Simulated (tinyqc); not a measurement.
Inputs raised by 2 %, one at a time: anisotropic wet etching of Si(100): plane rates, V-grooves, membranes and undercut. Computed by tinyqc, a small Python program. Command: `OMP_NUM_THREADS=1 python tinyqc.py 3020696 3020697 out.jsonl wetetch sens`. One thread of a shared host (Intel(R) Xeon(R) Processor @ 2.30GHz), about 0.01 s of CPU time with the checks.

A long slot opens the mask on a (100) wafer. The floor etches at R100; (111) walls stand at theta = arctan(sqrt2) = 54.7356 degrees to the surface and recede at R111 along their normal.

Inputs (values chosen for the exercise, close to those used for potassium hydroxide solutions):
```
quantity,value,unit
prefactor k0 of the (100) rate,4e+08,um/min
"activation energy of (100), E",0.592,eV
ratio (100)/(111) at 80 C,140,-
"extra energy of (111), dE",0.081,eV
ratio (100)/oxide at 80 C,140,-
"extra energy of the oxide, dE_ox",0.26,eV
"corner undercut rate over (100) rate, c",2.7,-
bath temperature T,65,C
"width w (mask opening along <110>, or membrane width in the design step)",6.4,um
misalignment of the mask,0.5,degrees
etch time t,7.4,min
wafer thickness d,525,um
membrane thickness wanted,3.9,um
```

Constants: k_B = 8.617333262e-05 eV/K.

Method:
- R100 = k0 exp(-E/(k_B T)); a ratio given at 80 C scales as exp[(extra energy/k_B)(1/T - 1/353.15 K)]; R111 and R_ox follow by division.
- Temperatures in kelvin are T(C) + 273.15.
- A misaligned edge exposes ledges and adds R100 sin(misalignment) to the lateral rate (a simple estimate): u = R111/sin(theta) + R100 sin(misalignment). Top width W = w + 2 u t; floor width b = W - 2 z/tan(theta) = W - sqrt2 z. The floor lasts until b = 0, at t_V = w/(sqrt2 R100 - 2u); depth z = R100 t before t_V and W/sqrt2 after.
- Etch depth d - membrane, time = depth/R100; for a membrane as wide as w the opening must be w + sqrt2 depth - 2 u time; oxide mask consumed R_ox x time; a 1 K error changes the depth by the fraction E/(k_B T^2); a convex mask corner, such as that of a mesa, would retreat by c x depth.

Runs:
```
input moved,from,to,depth z (um),top width W (um),time t_V to close the V (min),oxide consumed (nm)
base run,-,-,4.4477,6.5468,7.709,2548.0
prefactor k0 of the (100) rate (um/min),400000000,408000000,4.5367,6.5497,7.558,2548.0
"activation energy of (100), E (eV)",0.592,0.60384,2.9626,6.4978,11.574,2548.0
ratio (100)/(111) at 80 C,140,142.8,4.4477,6.5454,7.708,2548.0
"width w (mask opening along <110>, or membrane width in the design step) (um)",6.4,6.528,4.4477,6.6748,7.863,2548.0
etch time t (min),7.4,7.548,4.5367,6.5497,7.709,2548.0
ratio (100)/oxide at 80 C,140,142.8,4.4477,6.5468,7.709,2498.1
```

Exponents ln(y'/y) / ln(x'/x):
```
input,depth z,top width W,time t_V to close the V,oxide consumed
prefactor k0 of the (100) rate,1.000,0.023,-1.000,0
"activation energy of (100), E",-20.519,-0.379,20.519,0
ratio (100)/(111) at 80 C,0.000,-0.010,-0.011,0
"width w (mask opening along <110>, or membrane width in the design step)",0.000,0.978,1.000,0
etch time t,1.000,0.023,0.000,0
ratio (100)/oxide at 80 C,0.000,0.000,0.000,-1
```

To which inputs is each result most sensitive?

Among the inputs moved here: depth z answers most in size to activation energy of (100), E (exponent -20.519), next to prefactor k0 of the (100) rate (+1.000); its exponent is below 0.0005 for ratio (100)/(111) at 80 C, width w (mask opening along <110>, or membrane width in the design step), ratio (100)/oxide at 80 C. Its exponent +1.000 in prefactor k0 of the (100) rate: the floor is still open. Its exponent 0.000 in width w (mask opening along <110>, or membrane width in the design step): the floor is still open. top width W answers most in size to width w (mask opening along <110>, or membrane width in the design step) (exponent +0.978), next to activation energy of (100), E (-0.379); its exponent is below 0.0005 for ratio (100)/oxide at 80 C. time t_V to close the V answers most in size to activation energy of (100), E (exponent +20.519), next to prefactor k0 of the (100) rate (-1.000); its exponent is below 0.0005 for etch time t, ratio (100)/oxide at 80 C. Its exponent +1.000 in width w (mask opening along <110>, or membrane width in the design step): the floor shrinks at a constant rate. Oxide consumed answers most in size to ratio (100)/oxide at 80 C (exponent -1.000); its exponent is below 0.0005 for prefactor k0 of the (100) rate, activation energy of (100), E, ratio (100)/(111) at 80 C, width w (mask opening along <110>, or membrane width in the design step), etch time t. Its exponent 0.000 in prefactor k0 of the (100) rate: rate and time cancel at fixed selectivity.

Caution (all rows): the remaining silicon is too narrow for its thickness to act as a membrane. Caution (all rows): rates also depend on concentration, doping, additives and stirring, all held fixed here.
